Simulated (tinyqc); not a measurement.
## Free and trapped electrons in a MOS channel with a dense trap tail: free and trapped charge against gate voltage

p-type body, charge-sheet picture, full ionisation (an idealisation for deep acceptors), Boltzmann statistics for free electrons. e = Ec - EF at the surface. Acceptor-like traps of density D(E) = D0 + De exp(-E/Ew) at depth E below Ec, from 0 to Eu, hold n_t = integral of D(E)/(1 + exp((e - E)/Vt)). psi = Eg - Vt ln(Nv/Na) - e; N_dep = sqrt(2 eps0 eps_r Na (psi - Vt)/q); n_f = sqrt(N_dep^2 + 2 eps0 eps_r Vt Nc exp(-e/Vt)/q) - N_dep; Vg = Vfb + psi + q (N_dep + n_t + n_f)/Cox, Cox = eps0 eox/tox.

Free share n_f/(n_f + n_t); swing ln 10 n_f/(dn_f/dVg); field-effect mobility mf q (dn_f/dVg)/Cox, for a constant mf; oxide field q (N_dep + n_t + n_f)/(eps0 eox).

Parameters, values chosen for the exercise; band and dielectric values close to those of 4H silicon carbide:

| symbol | value | unit | meaning |
|---|---|---|---|
| T | 300 | K | temperature |
| Eg | 3.23 | eV | band gap |
| eps_r | 9.8 |  | relative permittivity |
| Nc | 1.69e19 | cm^-3 | conduction-band density of states at T |
| Nv | 2.55e19 | cm^-3 | valence-band density of states at T |
| eox | 3.9 |  | relative permittivity of the insulator |
| tox | 58 | nm | insulator thickness |
| Na | 1.1e17 | cm^-3 | acceptor density |
| Vfb | -2.42 | V | flat-band voltage without trapped charge |
| D0 | 1.4e11 | cm^-2 eV^-1 | constant background density of acceptor-like traps |
| De | 3.2e12 | cm^-2 eV^-1 | density of the tail at the conduction edge |
| Ew | 0.09 | eV | decay energy of the tail |
| Eu | 0.91 | eV | depth below Ec down to which the traps reach |
| mf | 60 | cm^2/(V s) | mobility of free electrons |

Constants: q = 1.602176634e-19 C, kB = 1.380649e-23 J/K, Vt = kB T/q, eps0 = 8.8541878128e-14 F/cm where lengths are in cm. Results are converted to the units shown.

Free and trapped charge against gate voltage:
columns A: Vg (V); B: e (eV); C: n_f (cm^-2); D: n_t (cm^-2); E: free share (%); F: swing (mV/decade); G: field-effect mobility (cm^2/(V s)); H: oxide field (MV/cm)
```
A             B         C         D         E        F         G       H
5.4      0.3448   2.123e6  8.631e10  0.002460    148.5  0.005317  0.8751
6.5     0.07815  6.009e10  2.497e11     19.40    724.5     30.84   1.019
7.6     0.02987  3.581e11  3.273e11     52.25     2622     50.79   1.200
8.7    0.009505  7.221e11  3.581e11     66.85     4858     55.27   1.386
9.8   -0.003642  1.105e12  3.746e11     74.69     7205     57.04   1.574
10.9   -0.01350  1.497e12  3.847e11     79.56     9609     57.94   1.762
12     -0.02145  1.894e12  3.914e11     82.88  1.204e4     58.46   1.950
13.1   -0.02816  2.294e12  3.960e11     85.27  1.450e4     58.80   2.138
14.2   -0.03398  2.695e12  3.995e11     87.09  1.698e4     59.02   2.327
```

n_f reaches 1e11 cm^-2 at Vg = 6.69 V, against 5.96 V without traps. The free share rises from 0.00246 to 87.1 % and the field-effect mobility rises from 0.00532 to 59.0 cm^2/(V s), although mf = 60 is constant: in the last row 98.4 % of Cox dVg goes into free electrons. The swing in the first row is 148 mV a decade (Vt ln 10 = 59.5). For Vg = 7.6, 8.7, 9.8, 10.9, 12, 13.1, 14.2 EF lies less than 2 Vt below the band edge, or above it, where degeneracy and confinement, left out, matter.

Program tinyqc, `OMP_NUM_THREADS=1 python tinyqc.py 2222103 2222104 out.jsonl`; Intel Xeon 2.30GHz, shared host, one thread, about 0.02 s.
